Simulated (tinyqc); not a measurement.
What each parameter does: k.p values derived from sp3s* tight binding at Gamma.

At Gamma the states are two-level mixtures: s-like S+ (upper) and S- (lower) from [[Esa, Vss], [Vss, Esc]], p-like P- (valence) and P+ from [[Epa, Vxx], [Vxx, Epc]], and the bare s* levels. With real k in 1/angstrom and kz = 0, the phase sums over the four bonds are g0 = 1 - (a k/4)^2/2, g1 = i a kx/4, g3 = -(a/4)^2 kx ky to second order. Each mixture is written (anion, cation) with the anion part positive. c = hbar^2/2m0. No spin-orbit coupling.

Recipe: P = (a/4)(sa pc Vsapc + sc pa Vscpa) between an s and a p state ((a/4) pc Vxapc and (a/4) pa Vpaxc for s*), Ep = P^2/c for S+ to P-; m0/m = [-(a/4)^2 sa sc Vss + sum P^2/(E(S+) - E(P))]/c; L = d0 + F, M = d0 + H1, N = dN + F + H1 with d0 = -(a/4)^2 pa pc Vxx, dN = -2 (a/4)^2 pa pc Vxy, F = sum P^2/(E(P-) - E(s)) over the four s-like states, H1 = Q^2/(E(P-) - E(P+)), Q = (a/4) Vxy (pa p'c - pc p'a); g1 = -(L + 2M)/(3c), g2 = -(L - M)/(6c), g3 = -N/(6c).

Constants: hbar^2/2m0 = 3.80998211 eV angstrom^2.

Parameters, chosen for this exercise (near a published set for GaAs, fitted to gaps, whose masses and valley positions are rough; the results hold for these values, not for the real material):
```
symbol  value   unit      meaning
a       5.651   angstrom  lattice constant
Esa     -8.326  eV        s level of the anion
Epa     1.039   eV        p level of the anion
Esc     -2.652  eV        s level of the cation
Epc     3.666   eV        p level of the cation
Exa     8.584   eV        s* level of the anion
Exc     6.754   eV        s* level of the cation
Vss     -6.426  eV        s-s
Vxx     1.956   eV        px-px
Vxy     5.09    eV        px-py
Vsapc   4.499   eV        s anion, p cation
Vscpa   5.788   eV        s cation, p anion
Vxapc   4.829   eV        s* anion, p cation
Vpaxc   4.802   eV        p anion, s* cation
```

The recipe applied anew.

Results for these values:
```
case  EG (eV)  Ep (eV)  m (m0)     g1     g2     g3
base   1.5390   15.472  0.1175  5.401  1.473  2.064
```

What happens to each result for Exa = 8.734 eV, all else kept?

Answer: EG does not change at the printed digits; Ep does not change at the printed digits; m does not change at the printed digits; g1 falls from 5.401 to 5.399; g2 falls from 1.473 to 1.472; g3 falls from 2.064 to 2.063.

The same for each parameter in turn:
```
case                EG (eV)  Ep (eV)  m (m0)     g1     g2     g3
base                 1.5390   15.472  0.1175  5.401  1.473  2.064
Vxy = 5.24 eV        1.5390   15.472  0.1175  5.515  1.444  2.082
Esc = -2.502 eV      1.6446   15.500  0.1268  5.192  1.368  1.960
Vpaxc = 4.652 eV     1.5390   15.472  0.1175  5.372  1.459  2.050
Esa = -8.176 eV      1.5840   15.444  0.1219  5.298  1.422  2.013
a = 5.701 angstrom   1.5390   15.747  0.1154  5.497  1.499  2.101
Exa = 8.734 eV       1.5390   15.472  0.1175  5.399  1.472  2.063
Vsapc = 4.649 eV     1.5390   15.692  0.1155  5.450  1.497  2.089
```

Vpaxc and Exa act through the s* states, which enter F alone and leave EG, Ep and m.

Run: tinyqc, `OMP_NUM_THREADS=1 python tinyqc.py 1481375 1481376 out.jsonl`; Intel(R) Xeon(R) Processor @ 2.30GHz, one thread, shared host; about 0.01 s of CPU time with all checks.
